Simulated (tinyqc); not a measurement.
Mesh size and shift: special k points of the fcc lattice.

Lattice vectors in units of a: a1 = (0, 1/2, 1/2), a2 = (1/2, 0, 1/2), a3 = (1/2, 1/2, 0); reciprocal vectors b_i with a_i . b_j = 2 pi delta_ij. Mesh: k = sum_i f_i b_i with f_i = (2 j_i + shift)/(2 N), j_i = 0 .. N-1. The point group of the lattice has 48 operations; only those that map the mesh onto itself are used.

A_m(k) = sum over the m-th star of lattice vectors R of cos(k . R), stars in order of length: m = 1: |R|^2 = 0.5, 12 vectors, such as (1, 0, 0) in the basis a_i; m = 2: |R|^2 = 1, 6 vectors, such as (1, 1, -1) in the basis a_i; m = 3: |R|^2 = 1.5, 24 vectors, such as (2, 0, -1) in the basis a_i; m = 4: |R|^2 = 2, 12 vectors, such as (2, 0, 0) in the basis a_i; m = 5: |R|^2 = 2.5, 24 vectors, such as (2, 1, -1) in the basis a_i; m = 6: |R|^2 = 3, 8 vectors, such as (3, -1, -1) in the basis a_i. The zone mean of every A_m is zero.

Test function, the lower band of a two-band insulator: E(k) = -sqrt(D^2 + (e0 - t A_1(k))^2).

Inputs chosen for the exercise:
```
symbol  value  unit  meaning
D       1.89   eV    half gap term
t       0.35   eV    coupling
e0      1.99   eV    offset
```

Errors of the mean of E against the unshifted mesh with N = 24. The fifth column is |R|^2 of the shortest star with a non-zero mean.

Meshes:
```
mesh       points  irreducible  operations  |R|^2 missed  error (meV)
1 Gamma         1            1          48          0.50       27.596
1 shifted       1            1          12          1.00      191.065
2 Gamma         8            3          48          2.00     -255.660
2 shifted       8            2          12          4.00       -3.436
3 Gamma        27            4          48          4.50        1.581
3 shifted      27            6          12          9.00       -0.271
4 Gamma        64            8          48          8.00        3.076
4 shifted      64           10          12         16.00        0.116
5 Gamma       125           10          48         12.50       -0.650
5 shifted     125           19          12           >16       -0.029
6 Gamma       216           16          48           >16       -0.031
6 shifted     216           28          12           >16        0.006
```

reference mean = -2.93555 eV

The shifted mesh has the smaller error for 5 of 6 values of N and the larger for 1. The cheapest mesh within 1 meV is 3 shifted, with 6 irreducible points. A mesh misses the lattice vectors N (n1 a1 + n2 a2 + ...); the half shift gives each the sign (-1)^(n1 + n2 + ...), so the 12 shortest ones add up to 0 in place of 12: they cancel. The shift lowers the symmetry; it leaves more irreducible points for N = 3, 4, 5 and 6; it leaves fewer irreducible points for N = 2.

Computed by tinyqc, a small Python program: `OMP_NUM_THREADS=1 python tinyqc.py 1681940 1681941 out.jsonl` (the numbers bound the seed that draws the inputs); one thread of a shared host (Intel(R) Xeon(R) Processor @ 2.30GHz), about 0.1 s for the whole set of steps.
